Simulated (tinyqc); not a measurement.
Trap and transport parameters from the curve.

Question. A layer shows an ohmic current q n0 mu V/L, then a square law (9/8) th eps0 eps_r mu V^2/L^3 above Vx = 8 q n0 L^2/(9 th eps0 eps_r), and trap filling at V_TFL = q Nt L^2/(2 eps0 eps_r). th = y/(1 + y), y = (Nc/Nt) exp(-Et/kB T). The square-law current at V is given. Find th, n0, Nt and Et.

Inputs (values chosen for the exercise): temperature T = 350 K; relative permittivity eps_r = 9.6; mobility mu = 1.4 cm^2/(V s); thickness L = 670 nm; band density of states Nc = 5e20 cm^-3; voltage V = 4.9 V.

Constants: q = 1.602176634e-19 C, kB = 1.380649e-23 J/K, Vt = kB T/q, eps0 = 8.8541878128e-14 F/cm where lengths are in cm. Results are converted to the units shown.

Mott-Gurney J = 100.47276 A/cm^2
Vx = 0.72802929 V
V_TFL = 17.768850 V

Answer. The square law gives th, Vx gives n0, V_TFL gives Nt, and th with Nt gives Et.

th = 0.940
n0 = 9.10e14 cm^-3
Nt = 4.20e16 cm^-3
Et = 0.200 eV

Numbers from tinyqc (`OMP_NUM_THREADS=1 python tinyqc.py 2370171 2370172 out.jsonl`; about 0.01 s on one thread of a shared Intel Xeon 2.30GHz).
